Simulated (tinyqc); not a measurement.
# Changing the silane pressure p_S

Model: microkinetic model of low-temperature epitaxy from hydride gases: adsorption, hydrogen desorption and rate control. Computed by tinyqc, a small Python program. Command: `OMP_NUM_THREADS=1 python tinyqc.py 3012854 3012855 out.jsonl hepi sweep`. One thread of a shared host (Intel(R) Xeon(R) Processor @ 2.30GHz), about 0.05 s of CPU time with the checks.

Each hydride molecule needs two free sites and leaves four hydrogen atoms, of which two leave at once as H2; theta is the hydrogen coverage, the site density is 6.78 per nm^2 and one layer is 1.358 angstrom thick.

Inputs (values chosen for the exercise, close to those used for silane and germane, with second-order desorption as on Si(111) but the site density of Si(001)):

| quantity | value | unit |
|---|---|---|
| sticking prefactor of silane s0 | 0.11 | - |
| adsorption barrier E_s | 0.32 | eV |
| desorption prefactor nu_d | 1e+13 | 1/s |
| desorption energy on silicon E_d | 2.17 | eV |
| hydrogen carrier pressure p_H | 0 | Pa |
| sticking of hydrogen s_H | 5.8e-08 | - |
| temperature T | 500 | C |
| germane pressure p_G | 0.0032 | Pa |
| sticking ratio of germane to silane r_G | 3.6 | - |
| lowering of E_d per unit germanium fraction, dE | 0.4 | eV |

Film: silicon-germanium. Order of hydrogen desorption: second.

Constants: k_B = 8.617333262e-05 eV/K; u = 1.6605390666e-27 kg; k_B = 1.380649e-23 J/K.

Method:
- Flux per site F = p/(sqrt(2 pi M k_B T) x 6.78e18 per m^2), M = 32.12 u (silane), 76.63 u (germane), 2.016 u (hydrogen); s = s0 exp(-E_s/(k_B T)); k_S = s F_S, k_G = r_G s F_G; germanium fraction x = k_G/(k_S + k_G); k = k_S + k_G; k_H = s_H F_H; k_d = nu_d exp(-(E_d - dE x)/(k_B T)).
- Temperatures in kelvin are T(C) + 273.15.
- With k the hydride and k_H the hydrogen adsorption rate on free pairs and k_d the desorption rate, steady state: 2 (k + k_H)(1 - theta)^2 = k_d theta^2; growth rate R = k (1 - theta)^2 layers/s; 1 layer/s = 8.148 nm/min.
- With c = 2 (k + k_H)/k_d the free share is 1 - theta = 1/(1 + sqrt(c)).
- X_i = d ln R/d ln k_i at fixed other constants. With f = 1 - theta and a = 2/f + 2/theta: d ln f/d ln k_d = 1/(a f), so X_d = 2/(a f), X_k = 1 - X_d k/(k + k_H), X_H = -X_d k_H/(k + k_H); they sum to 1.

One run for each value:

| silane pressure p_S (Pa) | growth rate G (nm/min) | hydrogen coverage theta | X_d (desorption) |
|---|---|---|---|
| 0.001 | 0.13876 | 0.04888 | 0.04888 |
| 0.003 | 0.15824 | 0.08659 | 0.08659 |
| 0.01 | 0.19056 | 0.22419 | 0.22419 |
| 0.03 | 0.20076 | 0.45637 | 0.45637 |
| 0.1 | 0.20295 | 0.67729 | 0.67729 |
| 0.3 | 0.21732 | 0.80258 | 0.80258 |
| 1 | 0.23914 | 0.88559 | 0.88559 |
| 3 | 0.25680 | 0.93138 | 0.93138 |
| 10 | 0.27077 | 0.96137 | 0.96137 |
| 30 | 0.27902 | 0.97736 | 0.97736 |

What does the table show, and why?

Over the rows, growth rate G (nm/min) rises from 0.139 to 0.279 (exponent d ln y / d ln x 0.12 between the first rows and 0.027 between the last); hydrogen coverage theta rises from 0.0489 to 0.977 (exponent d ln y / d ln x 0.52 between the first rows and 0.015 between the last); X_d (desorption) rises from 0.0489 to 0.977 (exponent d ln y / d ln x 0.52 between the first rows and 0.015 between the last). At the high end the exponent of growth rate G is 0.03, close to 0: hydrogen desorption limits.

Caution (rows 0.00100, 0.00300, 0.0100): layer thickness and site density of silicon are kept, and strain and surface segregation of germanium are ignored, which matters at this fraction.
